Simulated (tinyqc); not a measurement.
X-ray photoelectron analysis of a thin oxide on a semiconductor: attenuation lengths, thickness, angle series and band offsets. Inputs raised by 10 %, one at a time. Computed by tinyqc, a small Python program. Command: `OMP_NUM_THREADS=1 python tinyqc.py 3113601 3113602 out.jsonl xps sens`. One thread of a shared host (Intel(R) Xeon(R) Processor @ 2.30GHz), about 0.01 s of CPU time with the checks.

The same element is seen in the oxide and in the substrate, at nearly the same kinetic energy; films are flat and uniform, and the work function is ignored.

Inputs (values chosen for the exercise, modelled on SiO2 on silicon):
```
quantity                                           value     unit
photon energy                                     1253.6       eV
binding energy of the core level                    99.4       eV
oxide density                                       2.22   g/cm^3
oxide formula mass                                 60.08    g/mol
valence electrons per oxide formula                   16        -
oxide gap                                            8.8       eV
substrate density                                   2.33   g/cm^3
substrate formula mass                             28.09    g/mol
valence electrons per substrate formula                4        -
substrate gap                                       1.12       eV
oxide thickness d                                   0.51       nm
emission angle from the normal                        15  degrees
attenuation length over inelastic mean free path    0.88        -
carbon overlayer                                    0.36       nm
counts in the two peaks together                  100000        -
valence band offset used to make the data            4.6       eV
core level less valence band top, substrate        98.83       eV
core level less valence band top, thick oxide      98.57       eV
field in the oxide                                  0.76    MV/cm
```

Method:
- TPP-2M: lambda = E/(E_p^2 [b ln(c E) - C/E + D/E^2]) in angstrom, E_p = 28.8 sqrt(N_v rho/M), b = -0.10 + 0.944/sqrt(E_p^2 + E_g^2) + 0.069 rho^0.1, c = 0.191/sqrt(rho), U = N_v rho/M, C = 1.97 - 0.91 U, D = 53.4 - 20.8 U, with E = photon energy less binding energy in eV.
- Attenuation length L = factor x lambda.
- R_0 = (rho_o/M_o) L_o/((rho_s/M_s) L_s); peak ratio R = I_ox/I_sub = R_0 [exp(d/(L_o cos theta)) - 1]; hence d = L_o cos theta ln(1 + R/R_0). A carbon layer weakens both peaks alike, by exp(-d_C/(L_o cos theta)) if its L is taken equal to L_o. This R_0 leaves out intrinsic losses from the substrate peak, so calibrated values can be larger.
- With x = d/(L_o cos theta): d ln d/d ln R = (1 - exp(-x))/x = -d ln d/d ln R_0; counting error of R = 1/sqrt(N f (1 - f)), f the oxide share, which times the sensitivity gives that of d; an angle error adds tan(theta) d theta; d is proportional to L_o at fixed R_0. Assumed errors: 5 % in R_0, 1 degree, 5 % in L_o.
- Valence band offset = (E_core - E_v)(substrate) - (E_core - E_v)(oxide) + (core level separation at the interface, oxide less substrate). The separation is made here from the given offset; a uniform field F that raises the binding energy towards the surface shifts the oxide peak by e F <z>, <z> = d/(1 - exp(-x)) - d/x, x = d/(L_o cos theta), being the mean distance from the interface. Conduction band offset = oxide gap - substrate gap - valence band offset.

Runs:
```
input moved                                 from       to  ratio R  L in the oxide (nm)  apparent valence band offset (eV)  counting error of d (%)
base run                                       -        -  0.10964               2.9394                             4.6200                   0.9700
photon energy (eV)                        1253.6  1378.96  0.10033               3.1865                             4.6199                   1.0123
oxide density (g/cm^3)                      2.22    2.442  0.12084               2.8785                             4.6200                   0.9316
oxide gap (eV)                               8.8     9.68  0.10924               3.0599                             4.6199                   0.9748
oxide thickness d (nm)                      0.51    0.561  0.12172               2.9394                             4.6220                   0.9226
emission angle from the normal (degrees)      15     16.5  0.11053               2.9394                             4.6200                   0.9663
field in the oxide (MV/cm)                  0.76    0.836  0.10964               2.9394                             4.6220                   0.9700
counts in the two peaks together          100000   110000  0.10964               2.9394                             4.6200                   0.9249
```

Exponents ln(y'/y) / ln(x'/x):
```
input                             ratio R  L in the oxide  apparent valence band offset  counting error of d
photon energy                      -0.931           0.847                         0.000                0.448
oxide density                       1.021          -0.220                         0.000               -0.424
oxide gap                          -0.038           0.422                         0.000                0.051
oxide thickness d                   1.097           0.000                         0.005               -0.526
emission angle from the normal      0.085           0.000                         0.000               -0.041
field in the oxide                  0.000           0.000                         0.005                0.000
counts in the two peaks together    0.000           0.000                         0.000               -0.500
```

Among the inputs moved here: ratio R answers most in size to oxide thickness d (exponent +1.097), next to oxide density (+1.021); its exponent is below 0.0005 for field in the oxide, counts in the two peaks together. L in the oxide answers most in size to photon energy (exponent +0.847), next to oxide gap (+0.422); its exponent is below 0.0005 for oxide thickness d, emission angle from the normal, field in the oxide, counts in the two peaks together. Apparent valence band offset answers most in size to oxide thickness d (exponent +0.005), and about equally to field in the oxide (+0.005); its exponent is below 0.0005 for photon energy, oxide density, oxide gap, emission angle from the normal, counts in the two peaks together. Counting error of d answers most in size to oxide thickness d (exponent -0.526), next to counts in the two peaks together (-0.500); its exponent is below 0.0005 for field in the oxide. Its exponent -0.500 in counts in the two peaks together: counting statistics.

Extremes, crossings and ranges named in words are read from the listed rows.
